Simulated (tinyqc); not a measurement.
Worked calculation: band edges of strained Si(1-x)Ge(x) on relaxed Si(1-y)Ge(y). Values are carried at full precision from step to step, so a last printed digit may differ when a step is redone from the rounded ones.

Values are linear in the Ge fraction but for ED(x) = linear - CD x (1 - x) and a(x) = linear - Ca x (1 - x). Energies are on the common scale of Ev.

Values chosen for the exercise (end members near Si and Ge, in this order; shifted at random, so the results belong to these values and not to a real crystal): a = (5.427, 5.654) angstrom (lattice constant); Dso = (0.044, 0.292) eV (spin-orbit splitting); av = (2.49, 1.24) eV (valence hydrostatic potential); b = (-2.07, -2.55) eV (tetragonal shear potential); d = (-4.87, -5.27) eV (trigonal shear potential); C11 = (166.9, 128) GPa; C12 = (63.5, 48) GPa; C44 = (79.1, 66.6) GPa; Ev = (0, 0.69) eV (top of the unstrained valence band); ED = (1.173, 0.916) eV (gap to the Delta valleys); EL = (2.005, 0.754) eV (gap to the L valleys); aD = (1.72, 1.29) eV (hydrostatic potential of the Delta gap); aL = (-3.35, -2.89) eV (hydrostatic potential of the L gap); XuD = (9.15, 9.74) eV (uniaxial potential, Delta); XuL = (16.75, 15.26) eV (uniaxial potential, L); CD = 0.2 eV (bowing of the Delta gap); Ca = 0 angstrom (bowing of the lattice constant); x = 0.13 (Ge fraction of the layer); y = 0 (Ge fraction of the relaxed buffer); face = 110 (growth face).

## Values of the layer and the buffer

Interpolate at x and at y.

Interpolated values (a in angstrom, C11, C12, C44 in GPa, all else in eV):

| symbol | layer | buffer |
|---|---|---|
| a | 5.4565 | 5.4270 |
| Dso | 0.0762 | 0.0440 |
| av | 2.3275 | 2.4900 |
| b | -2.1324 | -2.0700 |
| d | -4.9220 | -4.8700 |
| C11 | 161.8430 | 166.9000 |
| C12 | 61.4850 | 63.5000 |
| C44 | 77.4750 | 79.1000 |
| Ev | 0.0897 | 0.0000 |
| ED | 1.1170 | 1.1730 |
| EL | 1.8424 | 2.0050 |
| aD | 1.6641 | 1.7200 |
| aL | -3.2902 | -3.3500 |
| XuD | 9.2267 | 9.1500 |
| XuL | 16.5563 | 16.7500 |

## Strain of the layer on a (110) buffer

Coherent growth on a (110) face: e_par = (a(y) - a(x))/a(x), e_perp = -(C11 + 3 C12 - 2 C44)/(C11 + C12 + 2 C44) e_par; exx = eyy = (e_par + e_perp)/2, ezz = e_par, exy = (e_perp - e_par)/2, eyz = ezx = 0.

Use the elastic constants of the layer.

e_par = -0.005408
e_perp = 0.002736

strain tensor in the cubic axes:
```
           x          y          z
x  -0.001336   0.004072   0.000000
y   0.004072  -0.001336   0.000000
z   0.000000   0.000000  -0.005408
```

The layer is under compression in the plane; its volume changes by -0.808 %.

## Conduction valleys of the layer

A valley with unit axis u lies at Ev + gap + (av + a_valley) tr(e) + Xu (u.e.u - tr(e)/3); the Delta axes are x, y, z and the L axes [111], [1-1-1], [-11-1], [-1-11]. The second-order shift of the Delta valleys under shear is left out; it lowers the pair normal to the sheared plane by tens of meV at a shear of 1 %.

Give the hydrostatic shifts, the uniaxial shifts and the edges.

hydrostatic shifts of Delta and L (eV): -0.0323  0.0078

uniaxial shifts (eV): Delta x 0.0125, Delta y 0.0125, Delta z -0.0250, L [111] 0.0449, L [1-1-1] -0.0449, L [-11-1] -0.0449, L [-1-11] 0.0449

valley edges (eV): Delta x 1.1869, Delta y 1.1869, Delta z 1.1494, L [111] 1.9848, L [1-1-1] 1.8949, L [-11-1] 1.8949, L [-1-11] 1.9848

The lowest set is Delta2 (the digit counts whole valleys) at 1.1494 eV; the Delta valleys spread over 38 meV and the L valleys over 90 meV.

## Valence edges of the layer

Valence edges: Ev plus the levels of the 6 x 6 matrix of X, Y, Z times spin with -Dso/3 + l exx + m (eyy + ezz) on the diagonal (cyclic), n exy off it, l = av + 2 b, m = av - b, n = sqrt(3) d. Spin-orbit term (Dso/3) L.sigma on X, Y, Z with (L_k)_ij = -i epsilon_kij: <X+|H|Y+> = -i Dso/3, <X+|H|Z-> = Dso/3, <Y+|H|Z-> = -i Dso/3, <Z+|H|X-> = -Dso/3, <Z+|H|Y-> = i Dso/3, <X-|H|Y-> = i Dso/3, and their conjugates; + and - are the spin along z.

Give the strain block and the three twofold edges.

strain block (eV):
```
         X        Y        Z
X  -0.0275  -0.0347        0
Y  -0.0347  -0.0275        0
Z        0        0  -0.0014
```

edges from the top (eV): 0.0931  0.0625  -0.0192

The top two edges are split by 31 meV.

## Gap and offsets against the buffer

Buffer: Ev(y) and Ec = Ev(y) + min(ED, EL). dEc = Ec(buffer) - Ec(layer), dEv = Ev(layer) - Ev(buffer); positive values confine the carrier in the layer; type I if both have one sign.

gap of the strained layer = 1.0563 eV
gap of the buffer = 1.1730 eV
dEc = 0.0236 eV
dEv = 0.0931 eV

Type I: electrons collect in the layer (24 meV) and holes in the layer (93 meV). The relaxed layer would have a gap of 1.117 eV, so strain has moved it by -61 meV. An offset this small is within the spread of published parameter sets, so the type is not settled by this model.

## Checks

- Mean of the three Delta edges against the hydrostatic shift alone (eV): both 1.17441.

(tinyqc, `OMP_NUM_THREADS=1 python tinyqc.py 1081358 1081359 out.jsonl`, Intel(R) Xeon(R) Processor @ 2.30GHz, 1 thread, shared host, about 0.01 s.)
